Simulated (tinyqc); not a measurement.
Inside a calculation. Model: Hall effect and magnetoresistance of several carrier groups with constant relaxation times. Computed by tinyqc, a small Python program that keeps every step. Command: `OMP_NUM_THREADS=1 python tinyqc.py 3030596 3030597 out.jsonl hall2 walk`. One thread of a shared host (Intel(R) Xeon(R) Processor @ 2.30GHz), about 0.01 s of CPU time with the checks. Intermediate numbers are printed to about 6 digits and carried at full precision; extremes and crossings named in words are read from the listed rows.

Group 1 has charge -e and group 2 charge +e; s_i is that sign. B lies along z; mu B is formed with mu in m^2/(V s).

Inputs (values chosen for the exercise, for a model conductor):
```
quantity,value,unit
density n1,3.3e+13,1/cm^2
mobility mu1,18000,cm^2/(V s)
density n2,1.1e+15,1/cm^2
mobility mu2,5300,cm^2/(V s)
magnetic field B,0.088,T
```

Carriers: electrons and holes. Densities: per area (a thin layer).

Constants: e = 1.602176634e-19 C.

## Conductivity of each group

sigma_xx = sum n_i e mu_i/(1 + mu_i^2 B^2); sigma_xy = sum s_i n_i e mu_i^2 B/(1 + mu_i^2 B^2).

Parts (S):
```
group,mu B,sigma_xx,sigma_xy
group 1,0.1584,0.0928399,-0.0147058
group 2,0.04664,0.932042,0.0434704
```

sigma_xx = 1.02488 S

sigma_xy = 0.0287646 S

sigma at B = 0 = 1.02924 S

## Resistivity, Hall coefficient and magnetoresistance

rho_xx = sigma_xx/(sigma_xx^2 + sigma_xy^2); Hall coefficient R_H = sigma_xy/(B (sigma_xx^2 + sigma_xy^2)), with B in V s/cm^2 (1 T = 1e-4 V s/cm^2); magnetoresistance MR = rho_xx(B)/rho_xx(0) - 1. Apparent density 1/(e |R_H|); Hall mobility |R_H|/rho_xx.

rho_xx = 0.974955 ohm

Hall coefficient R_H = 3109.47 cm^2/C

magnetoresistance MR = 0.346065 %

apparent density = 2.00726e+15 1/cm^2

Hall mobility = 3189.35 cm^2/(V s)

A one-carrier reading would report holes of density 2.01e15, against n1 = 3.3e13 and n2 = 1.1e15.

## Limits of weak and strong field

Weak field: R_H(0) = sum s_i n_i mu_i^2/(e (sum n_i mu_i)^2); MR = c B^2 with c = n1 n2 mu1 mu2 (s1 mu1 - s2 mu2)^2/(n1 mu1 + n2 mu2)^2. Strong field: R_H = 1/(e sum s_i n_i); rho_xx saturates at (n1/mu1 + n2/mu2)/(e (sum s_i n_i)^2).

R_H at weak field = 3056.19 cm^2/C

coefficient c = 0.455571 1/T^2

R_H at strong field = 5849.59 cm^2/C

saturation MR = 18.1443 %

R_H keeps its sign, and its size changes by a factor 1.91 from weak to strong field.

## Field dependence

rho_xx = sigma_xx/(sigma_xx^2 + sigma_xy^2); Hall coefficient R_H = sigma_xy/(B (sigma_xx^2 + sigma_xy^2)), with B in V s/cm^2 (1 T = 1e-4 V s/cm^2); magnetoresistance MR = rho_xx(B)/rho_xx(0) - 1.

Against the field:
```
B (T),mu1 B,rho_xx (ohm),R_H (cm^2/C),MR (%)
0.028,5.04000e-02,0.97194,3061.68,3.56466e-02
0.083,1.49400e-01,0.97459,3103.69,3.08506e-01
0.22,3.96000e-01,0.99069,3358.87,1.96604e+00
0.56,1.00800e+00,1.04925,4286.75,7.99304e+00
1.4,2.52000e+00,1.11811,5377.82,1.50800e+01
3.3,5.94000e+00,1.14166,5751.03,1.75042e+01
8.3,1.49400e+01,1.14687,5833.53,1.80400e+01
22,3.96000e+01,1.14774,5847.29,1.81294e+01
67,1.20600e+02,1.14787,5849.34,1.81427e+01
```

MR starts as B^1.99 and ends as B^0.00; it saturates at 18.1 %. One group alone would show no magnetoresistance in this model. The rows with mu1 B well above 1 show the semiclassical limit; Landau quantisation is left out.

## Back from four measured limits to the two groups

With z_i = s_i mu_i and w_i = s_i n_i the moments M_k = w1 z1^k + w2 z2^k are M_(-1) = (1 + MR_sat) M_0^2/M_1, M_0 = 1/(e R_strong), M_1 = sigma(0)/e, M_2 = R_weak sigma(0)^2/e. The z_i are the roots of z^2 + p z + q with M_2 + p M_1 + q M_0 = 0 and M_1 + p M_0 + q M_(-1) = 0; then w follows from M_0 and M_1. Group 1 is the faster.

p and q: [12700, -9.54e+07]

signed mobilities s_i mu_i (cm^2/(V s)): [-18000, 5300]

densities (1/cm^2): [3.30000e+13, 1.10e+15]

Checks made by the program: weak-field formulas against the tensor at mu1 B = 1e-3 (relative difference 8e-07); recovered mobilities and densities against the inputs (relative difference below 1e-10).
